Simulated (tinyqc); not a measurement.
Worked calculation: band gaps under pressure and temperature from deformation potentials. Values are carried at full precision from step to step, so a last printed digit may differ when a step is redone from the rounded ones.

Murnaghan: V/V0 = (1 + Bp P/B0)^(-1/Bp), B0 = (C11 + 2 C12)/3. Each gap moves by a ln(V/V0) with its volume potential a, and falls with temperature by aV T^2/(T + bV) (Varshni); the two effects are added. No change of phase is considered.

Inputs chosen for the exercise (near those of InAs, the X and L potentials typical of such crystals; not measured data): C11 = 83.6 GPa; C12 = 45.2 GPa; Bp = 4.02 (pressure derivative of the bulk modulus); P = 5.6 GPa (pressure); Eg = 0.418 eV (gap at Gamma to the s-like level at 0 K, 0 GPa); EgX = 1.436 eV (gap to X at 0 K, 0 GPa); EgL = 1.137 eV (gap to L at 0 K, 0 GPa); aG = -6.15 eV (volume potential of the Gamma gap); aX = 1.96 eV (volume potential of the X gap); aL = -3.73 eV (volume potential of the L gap); aV = (0.262, 0.29, 0.265) meV/K (Varshni alpha of Gamma, X, L); bV = (99, 98, 99) K (Varshni beta of Gamma, X, L); T = 400 K (temperature); aT = 4.3 1e-6/K (linear thermal expansion near 300 K).

## Volume under pressure

Give B0, V/V0, ln(V/V0), the change of the lattice constant and the linear estimate -P/B0.

B0 = 58.00 GPa
V/V0 = 0.92166
ln(V/V0) = -0.08158
change of a = -2.683 %
-P/B0 = -0.09655

The stiffening under pressure makes the compression 15.5 % smaller than the linear estimate.

## Gaps at P and T

Give both shifts and the gaps.

pressure shifts (eV): Gamma 0.5017, X -0.1599, L 0.3043

temperature shifts (eV): Gamma -0.0840, X -0.0932, L -0.0850

gaps (eV): Gamma 0.8357, X 1.1829, L 1.3563

The lowest valley is Gamma (direct gap), 347 meV below X; at 0 K and 0 GPa it is Gamma.

## Pressure coefficients

Expand in P: E = E0 + c1 P + c2 P^2 with c1 = -a/B0 and c2 = a Bp/(2 B0^2).

c1 (meV/GPa): Gamma 106.03, X -33.79, L 64.31

c2 (meV/GPa^2): Gamma -3.675, X 1.171, L -2.229

Gamma and L rise under pressure and X falls, as the signs of the volume potentials say.

## Pressures at which the valleys cross

Two gaps meet at ln(V/V0) = -(E_i - E_j)/(a_i - a_j), with the gaps at T and P = 0; then P = (B0/Bp)(exp(-Bp ln(V/V0)) - 1). A dash marks expansion or a compression beyond ln(V/V0) = -0.3.

Crossings:
```
pair     E_i - E_j (eV)  ln(V/V0)  P (GPa)
Gamma-X         -1.0088   -0.1244     9.36
Gamma-L         -0.7180   -0.2967    33.13
L-X             -0.2908   -0.0511     3.29
```

The lowest valley changes at 9.36 GPa (Gamma to X). The real crystal changes phase near 7 GPa, so a crossing above that is not reached.

## How much of dE/dT is thermal expansion

At 300 K: dE/dT = -aV T (T + 2 bV)/(T + bV)^2; expansion alone gives 3 aT a; the rest is electron-phonon coupling.

dE/dT (meV/K): Gamma -0.2459, X -0.2724, L -0.2487

from expansion (meV/K): Gamma -0.0793, X 0.0253, L -0.0481

remainder (meV/K): Gamma -0.1665, X -0.2977, L -0.2006

Expansion supplies 32 % of the slope at Gamma and 19 % at L; at X it works against the fall.

## Checks

- Slope of the Gamma gap at P = 0 by finite differences against c1 (meV/GPa): both 106.03.

(tinyqc, `OMP_NUM_THREADS=1 python tinyqc.py 1050241 1050242 out.jsonl`, Intel(R) Xeon(R) Processor @ 2.30GHz, 1 thread, shared host, about 0.01 s.)
